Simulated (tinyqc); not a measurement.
# Worked calculation: reverse leakage of an n+-p junction: diffusion, generation, trap-assisted and band-to-band tunnelling

Numbers from tinyqc (`OMP_NUM_THREADS=1 python tinyqc.py 2290063 2290064 out.jsonl`; about 0.01 s on one thread of a shared Intel Xeon 2.30GHz). Printed values are rounded; ~0 in a residual or rate marks an entry under 1e-11 of the largest of its column.

One-sided abrupt junction in the depletion approximation, x from the junction (0) to W on the p side, field F = F0 (1 - x/W). Flat quasi-Fermi levels, long p side. Traps generate through SRH with both lifetimes shortened by 1 + Gamma (Hurkx enhancement, form for moderate fields); band-to-band generation is local and needs a total bending above Eg.

Inputs (values chosen for the exercise); band and dielectric values close to those of In0.53Ga0.47As: temperature T = 300 K; band gap Eg = 0.744 eV; relative permittivity eps_r = 14.1; conduction-band density of states at T Nc = 2.1e17 cm^-3; valence-band density of states at T Nv = 7.71e18 cm^-3; acceptor density of the lighter side Na = 8e16 cm^-3; donor density of the heavier side Nd = 5e19 cm^-3; SRH lifetime of both carriers at zero field tau = 3e-7 s; trap level above the intrinsic level Et = -0.13 eV; tunnelling mass mt = 0.047 m0; electron diffusion coefficient on the lighter side Dn = 6.3 cm^2/s; band-to-band prefactor Ab = 1.2e16 cm^-0.5 V^-2.5 s^-1; band-to-band field constant Bb = 6.27e6 V/cm; reverse bias VR = 1.4 V.

Constants: q = 1.602176634e-19 C, kB = 1.380649e-23 J/K, hbar = 1.054571817e-34 J s, m0 = 9.1093837015e-31 kg, Vt = kB T/q, eps0 = 8.8541878128e-14 F/cm where lengths are in cm. Results are converted to the units shown.

Range of the model: The n+ side is degenerate, so Vbi from Boltzmann statistics is only a guide.

## Field, scales and diffusion current

ni = sqrt(Nc Nv) exp(-Eg/(2 Vt)), Eg in volts; Vbi = Vt ln(Na Nd/ni^2); W = sqrt(2 eps0 eps_r (Vbi + VR)/(q Na)); F0 = 2 (Vbi + VR)/W; FG = sqrt(24 mt m0 (kB T)^3)/(q hbar); J_diff = q ni^2 sqrt(Dn/tau)(1 - exp(-VR/Vt))/Na.

ni = 7.166579e11 cm^-3
Vbi = 0.7673812 V
W = 205.4785 nm
F0 = 210.9594 kV/cm
FG = 159.9261 kV/cm
J_diff = 4.713612e-9 A/cm^2

## Generation rates across the layer

u = (Vbi + VR)(1 - x/W)^2, p = Na exp(-u/Vt), n = Nd exp((u - Vbi - VR)/Vt); G0 = ni^2 (1 - exp(-VR/Vt))/(tau (n + p + 2 ni cosh(Et/Vt))); Gamma = 2 sqrt(3 pi)(F/FG) exp((F/FG)^2); trap-assisted part G0 Gamma; G_bb = Ab F^2.5 exp(-Bb/F) with F in V/cm, zero unless Vbi + VR > Eg. 15 equal steps.

x, point 0 to 15 (nm): [0.0000, 13.6986, 27.3971, 41.0957, 54.7943, 68.4928, 82.1914, 95.8900, 109.5885, 123.2871, 136.9857, 150.6842, 164.3828, 178.0814, 191.7799, 205.4785]
F, point 0 to 15 (kV/cm): [210.9594, 196.8955, 182.8315, 168.7675, 154.7036, 140.6396, 126.5756, 112.5117, 98.4477, 84.3838, 70.3198, 56.2558, 42.1919, 28.1279, 14.0640, 0.0000]
Gamma, point 0 to 15: [46.14609, 34.41690, 25.93607, 19.73225, 15.14048, 11.70081, 9.091693, 7.085910, 5.521085, 4.279722, 3.275589, 2.444285, 1.736612, 1.113829, 0.5441424, 0]
G0, point 0 to 15 (cm^-3 s^-1): [3.423983e10, 1.523753e15, 1.563494e16, 1.564113e16, 1.564113e16, 1.564113e16, 1.564113e16, 1.564113e16, 1.564100e16, 1.562407e16, 1.467542e16, 5.426756e15, 5.890563e14, 9.442323e13, 3.100094e13, 2.137070e13]
G0 Gamma, point 0 to 15 (cm^-3 s^-1): [1.580034e12, 5.244285e16, 4.055090e17, 3.086347e17, 2.368143e17, 1.830139e17, 1.422043e17, 1.108316e17, 8.635526e16, 6.686667e16, 4.807065e16, 1.326454e16, 1.022962e15, 1.051713e14, 1.686893e13, 0]
G_bb, point 0 to 15 (cm^-3 s^-1): [3.032895e16, 3.054655e15, 2.191134e14, 1.029502e13, 2.827209e11, 3.870069e9, 2.099044e7, ~0, ~0, ~0, ~0, ~0, ~0, ~0, ~0, 0]

## Current components

Each current is q times the trapezoid sum of its rate; J adds J_diff; J_bb under 1e-8 of the sum is given as 0.

J_SRH = 3.236311e-8 A/cm^2
J_TAT = 3.632652e-7 A/cm^2
J_bb = 4.049061e-9 A/cm^2
J = 4.043910e-7 A/cm^2

A fine grid gives J = 4.245e-7 A/cm^2; the coarse sum is 4.7 % below it. On the fine grid the largest part is trap-assisted tunnelling (90.4 %). The simple estimate q ni W/(2 tau cosh(Et/Vt)) is 56 % above the fine-grid J_SRH of 3.303e-8 A/cm^2, since near both edges n or p is large enough to quench generation.
